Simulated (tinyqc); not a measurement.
Inside a calculation. Method: RKS/B3LYP (VWN-RPA form) in the sto-3g basis, for H3-, spin multiplicity 1. The basis has no diffuse functions, so it cannot describe the extra electron: this is an exercise in the method, not the real anion. Computed by tinyqc, a small Python program that keeps every step (integrals from PySCF). Settings: charge = -1, multiplicity = 1, basis = sto-3g, energy threshold = 1e-09, iteration cap = 85, orthogonalisation = symmetric, start = random, DIIS depth = 6, method = RKS, functional = b3lyp, grid = [20, 14]. Command: `OMP_NUM_THREADS=1 python tinyqc.py 24339 24340 out.jsonl` (the two numbers bound the seeds that draw the settings). One thread of a shared host (Intel(R) Xeon(R) Processor @ 2.60GHz), about 2 s of CPU time with the checks.

Geometry (angstrom):

| atom | x | y | z |
|---|---|---|---|
| H | 0.00000 | 0.00000 | 0.00000 |
| H | 0.00000 | 0.00000 | 0.98400 |
| H | 0.00000 | 0.85200 | 0.49200 |

Stop when the energy changes by less than 1e-09 hartree and every element of the error matrix X^T (F D S - S D F) X is below 9e-06.

Course of the cycle:

| iteration | E (hartree) | change | largest element of the error matrix |
|---|---|---|---|
| 1 | -0.8104601 | - | 2.64e-01 |
| 2 | -0.7514525 | 5.90e-02 | 3.77e-01 |
| 3 | -0.8427781 | -9.13e-02 | 1.37e-01 |
| 4 | -0.6487033 | 1.94e-01 | 4.00e-01 |
| 5 | -0.6835809 | -3.49e-02 | 3.94e-01 |
| 6 | -0.6903919 | -6.81e-03 | 3.91e-01 |
| 7 | -0.6940814 | -3.69e-03 | 3.89e-01 |
| 8 | -0.6413891 | 5.27e-02 | 4.11e-01 |
| 9 | -0.8103298 | -1.69e-01 | 2.79e-01 |
| 10 | -0.8018453 | 8.48e-03 | 2.95e-01 |
| 11 | -0.6225844 | 1.79e-01 | 4.24e-01 |
| 12 | -0.8365633 | -2.14e-01 | 1.97e-01 |
| 13 | -0.7909591 | 4.56e-02 | 2.93e-01 |
| 14 | -0.8163431 | -2.54e-02 | 2.67e-01 |
| ... | ... | ... | ... |
| 72 | -0.8378465 | -1.58e-02 | 2.24e-01 |
| 73 | -0.8423002 | -4.45e-03 | 1.85e-01 |
| 74 | -0.7472456 | 9.51e-02 | 3.38e-01 |
| 75 | -0.7447062 | 2.54e-03 | 3.40e-01 |
| 76 | -0.6395729 | 1.05e-01 | 4.17e-01 |
| 77 | -0.6714393 | -3.19e-02 | 4.08e-01 |
| 78 | -0.8125093 | -1.41e-01 | 2.58e-01 |
| 79 | -0.8192657 | -6.76e-03 | 2.59e-01 |
| 80 | -0.8233410 | -4.08e-03 | 2.49e-01 |
| 81 | -0.8435864 | -2.02e-02 | 2.09e-01 |
| 82 | -0.8540148 | -1.04e-02 | 1.81e-01 |
| 83 | -0.7835798 | 7.04e-02 | 3.03e-01 |
| 84 | -0.8356033 | -5.20e-02 | 1.98e-01 |
| 85 | -0.8288188 | 6.78e-03 | 2.39e-01 |

Can the last value be used, and what does the course show?

Not by the stop rule. Not converged within the cap of 85 iterations: the residual falls in a zigzag, on average by a factor of about 0.96 a step. Reruns (cap 100 unless said): DIIS 8: not converged; damping 0.5: not converged; level shift 0.5: converged in 25; atomic densities as start, DIIS 8: not converged; the original settings with a cap of 400: not converged. PySCF RKS in the same basis, fine grid = -0.7118922 hartree, which differs from a converged run on this coarse grid by the grid error.
